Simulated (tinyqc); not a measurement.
From results back to parameters: two-band tight binding of a puckered layer. Five cases, with inputs chosen for the exercise.

Problem. In the two-band model of a puckered layer with hoppings t1 to t5, along y the masses are c/(gy + ey) for electrons and c/(gy - ey) for holes, with gy = -ay^2 (t1 + t3)/4, ey = -t4 ay^2/2, c = hbar^2/2m0; the gap is 2 (t2 + 2 t1 + 2 t3 + t5). The values below come from hidden hoppings.

Constants: hbar^2/2m0 = 3.80998211 eV angstrom^2.

Find: t1 + t3, t4, t2 + t5.

Method. The mean of c/m gives gy and half the difference ey; the gap then gives t2 + t5.

Case 1.

Values chosen (out of a larger set: near a published set for monolayer black phosphorus; not measured data): ay = 3.27 angstrom (period along y (zigzag)).

masses along y (m0): electron 0.865354, hole 1.146612

gap = 1.5440 eV

Solution.

t1 + t3, t4, t2 + t5 (eV): -1.445  -0.101  3.662

Case 2.

Values chosen (out of a larger set: near a published set for monolayer black phosphorus; not measured data): ay = 3.28 angstrom (period along y (zigzag)).

masses along y (m0): electron 0.865340, hole 1.126938

gap = 1.4120 eV

Solution.

t1 + t3, t4, t2 + t5 (eV): -1.447  -0.095  3.600

Case 3.

Values chosen (out of a larger set: near a published set for monolayer black phosphorus; not measured data): ay = 3.31 angstrom (period along y (zigzag)).

masses along y (m0): electron 0.842009, hole 1.151490

gap = 1.4280 eV

Solution.

t1 + t3, t4, t2 + t5 (eV): -1.430  -0.111  3.574

Case 4.

Values chosen (out of a larger set: near a published set for monolayer black phosphorus; not measured data): ay = 3.29 angstrom (period along y (zigzag)).

masses along y (m0): electron 0.851762, hole 1.141900

gap = 1.5140 eV

Solution.

t1 + t3, t4, t2 + t5 (eV): -1.443  -0.105  3.643

Case 5.

Values chosen (out of a larger set: near a published set for monolayer black phosphorus; not measured data): ay = 3.33 angstrom (period along y (zigzag)).

masses along y (m0): electron 0.835974, hole 1.115536

gap = 1.4360 eV

Solution.

t1 + t3, t4, t2 + t5 (eV): -1.438  -0.103  3.594

Computed by tinyqc, one run a case: `OMP_NUM_THREADS=1 python tinyqc.py N N+1 out.jsonl` with N = 1480967, 1480992, 1481638, 1481759, 1481846; one thread of a shared Intel(R) Xeon(R) Processor @ 2.30GHz, about 0.01 s a run at most.
